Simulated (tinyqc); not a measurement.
# CMOS inverter, nodal equation and switching: what changes with what

An n-channel pull-down (bn, VTn) and a p-channel pull-up (bp, VTp) share the input Vin and the output node Vout, which carries the load C. Transistor (EKV form, voltages against the body): I = 2 n b Vt^2 [F(vp - Vs) - F(vp - Vd)] from drain to source, F(v) = ln^2(1 + exp(v/(2 Vt))), vp = (Vg - VT + sg |Vd - Vs|)/n. n-channel bodies are at 0; for the p-channel device all voltages are counted down from Vdd. b in uA/V^2 gives I in uA. Static: In = Ip. Transient: C dVout/dt = Ip - In. No velocity saturation, no gate capacitance beyond C.

Inputs (values chosen for the exercise):

| symbol | value | unit | meaning |
|---|---|---|---|
| T | 300 | K | temperature |
| Vdd | 0.5 | V | supply voltage |
| n | 1.36 |  | slope factor |
| sg | 0.03 |  | drain-induced barrier lowering |
| VTn | 0.38 | V | n-channel threshold |
| VTp | 0.33 | V | p-channel threshold (magnitude) |
| bn | 160 | uA/V^2 | gain factor of the pull-down transistor |
| bp | 48 | uA/V^2 | gain factor of the pull-up transistor |
| C | 0.71 | fF | load capacitance |

Constants: q = 1.602176634e-19 C, kB = 1.380649e-23 J/K, Vt = kB T/q. Results are converted to the units shown.

Each table varies one quantity; the others keep the values above.

## Effect of the supply voltage

VM solves In = Ip with Vin = Vout; VIL and VIH are the inputs of gain -1, NML = VIL - Vout(VIH), NMH = Vout(VIL) - VIH. For a step input the delay to Vdd/2 is tHL = C times the integral of dV/(In - Ip) from Vdd/2 to Vdd at Vin = Vdd, and tLH likewise with Ip - In from 0 to Vdd/2 at Vin = 0.

Result of one run:

| Vdd (V) | VM (V) | gain at VM | NML (V) | NMH (V) | tHL (ps) | tLH (ps) |
|---|---|---|---|---|---|---|
| 0.5 | 0.2513 | -33.20 | 0.2114 | 0.2086 | 151.1 | 289.6 |

What becomes of these results when the supply voltage Vdd is changed from 0.5 to 0.6 V, all else the same?

Result of the changed run:

| Vdd (V) | VM (V) | gain at VM | NML (V) | NMH (V) | tHL (ps) | tLH (ps) |
|---|---|---|---|---|---|---|
| 0.6 | 0.2991 | -33.31 | 0.2542 | 0.2560 | 65.04 | 148.9 |

The whole series:

| Vdd (V) | VM (V) | gain at VM | NML (V) | NMH (V) | tHL (ps) | tLH (ps) |
|---|---|---|---|---|---|---|
| 0.2 | 0.1033 | -16.55 | 0.07122 | 0.06412 | 3.927e4 | 3.410e4 |
| 0.3 | 0.1531 | -28.97 | 0.1189 | 0.1125 | 4015 | 4170 |
| 0.4 | 0.2025 | -32.56 | 0.1659 | 0.1606 | 576.7 | 825.0 |
| 0.5 | 0.2513 | -33.20 | 0.2114 | 0.2086 | 151.1 | 289.6 |
| 0.6 | 0.2991 | -33.31 | 0.2542 | 0.2560 | 65.04 | 148.9 |
| 0.8 | 0.3893 | -33.33 | 0.3261 | 0.3498 | 25.16 | 67.58 |
| 1 | 0.4711 | -33.33 | 0.3744 | 0.4448 | 14.62 | 41.97 |
| 1.2 | 0.5467 | -33.33 | 0.4044 | 0.5440 | 10.10 | 30.03 |

As Vdd goes from 0.2 to 1.2 V, VM rises from 0.103 to 0.547 V, the size of the gain rises from 16.5 to 33.3, tHL falls from 39300 to 10.1 ps and tLH falls from 34100 to 30.0 ps. The smaller margin is largest, 0.404 V, at Vdd = 1.2 V among the rows. For Vdd = 1 to 1.2 V the overdrive passes 0.5 V, where velocity saturation, left out here, would lengthen the delays of short devices. For Vdd = 0.2 to 0.3 V the supply is below a threshold, where mismatch, left out here, dominates margins and delay.

## Energy per operation against supply voltage

A chain of 50 such gates sets the cycle time tc = 50 (tHL + tLH)/2; per gate and cycle the switching energy is 0.2 C Vdd^2 and the leakage energy Vdd Ileak tc, Ileak the mean supply current at Vin = 0 and Vdd.

Result of one run:

| Vdd (V) | tc (ns) | switching (aJ) | leakage (aJ) | total (aJ) |
|---|---|---|---|---|
| 0.5 | 11.02 | 35.50 | 0.05524 | 35.56 |

What becomes of these results when the supply voltage Vdd is changed from 0.5 to 0.6 V, all else the same?

Result of the changed run:

| Vdd (V) | tc (ns) | switching (aJ) | leakage (aJ) | total (aJ) |
|---|---|---|---|---|
| 0.6 | 5.349 | 51.12 | 0.03504 | 51.16 |

The whole series:

| Vdd (V) | tc (ns) | switching (aJ) | leakage (aJ) | total (aJ) |
|---|---|---|---|---|
| 0.15 | 5674 | 3.195 | 6.316 | 9.511 |
| 0.2 | 1834 | 5.680 | 2.850 | 8.530 |
| 0.25 | 595.8 | 8.875 | 1.208 | 10.08 |
| 0.3 | 204.6 | 12.78 | 0.5194 | 13.30 |
| 0.35 | 78.53 | 17.39 | 0.2426 | 17.64 |
| 0.4 | 35.04 | 22.72 | 0.1291 | 22.85 |
| 0.5 | 11.02 | 35.50 | 0.05524 | 35.56 |
| 0.6 | 5.349 | 51.12 | 0.03504 | 51.16 |
| 0.8 | 2.318 | 90.88 | 0.02400 | 90.90 |
| 1 | 1.415 | 142.0 | 0.02169 | 142.0 |

The total energy goes from 9.51 through a minimum of 8.53 (at Vdd = 0.2 V among the rows listed) to 142 aJ, while the cycle time falls from 5670 to 1.41 ns. Leakage makes up 66 % of the total in the first row and 0.015 % in the last. Below threshold the cycle lengthens exponentially and leakage flows for all of it, hence the minimum. At Vdd = 1 V the overdrive passes 0.5 V, where velocity saturation, left out here, would lengthen the delays of short devices. For Vdd = 0.15 to 0.35 V the supply is below a threshold, where mismatch, left out here, dominates margins and delay.

## Effect of the gain factor of the pull-up transistor

Same model as above.

Effect of the gain factor of the pull-up transistor:

| bp (uA/V^2) | VM (V) | gain at VM | NML (V) | NMH (V) | tHL (ps) | tLH (ps) |
|---|---|---|---|---|---|---|
| 32 | 0.2436 | -33.20 | 0.2033 | 0.2164 | 151.1 | 434.5 |
| 49 | 0.2517 | -33.20 | 0.2118 | 0.2082 | 151.1 | 283.7 |
| 75 | 0.2598 | -33.19 | 0.2202 | 0.1999 | 151.1 | 185.4 |
| 120 | 0.2688 | -33.16 | 0.2295 | 0.1907 | 151.1 | 115.9 |
| 180 | 0.2765 | -33.13 | 0.2374 | 0.1828 | 151.1 | 77.24 |
| 270 | 0.2842 | -33.07 | 0.2453 | 0.1748 | 151.1 | 51.49 |
| 420 | 0.2927 | -32.99 | 0.2539 | 0.1661 | 151.1 | 33.10 |
| 640 | 0.3007 | -32.89 | 0.2621 | 0.1577 | 151.1 | 21.72 |

As bp goes from 32 to 640 uA/V^2, VM rises from 0.244 to 0.301 V, the size of the gain falls from 33.2 to 32.9, tHL stays near 151 ps and tLH falls from 434 to 21.7 ps. The smaller margin is largest, 0.208 V, at bp = 49 uA/V^2 among the rows. A stronger pull-up raises VM and trades low-side against high-side margin.

Numbers from tinyqc (`OMP_NUM_THREADS=1 python tinyqc.py 2340027 2340028 out.jsonl`; about 0.03 s on one thread of a shared Intel Xeon 2.30GHz).
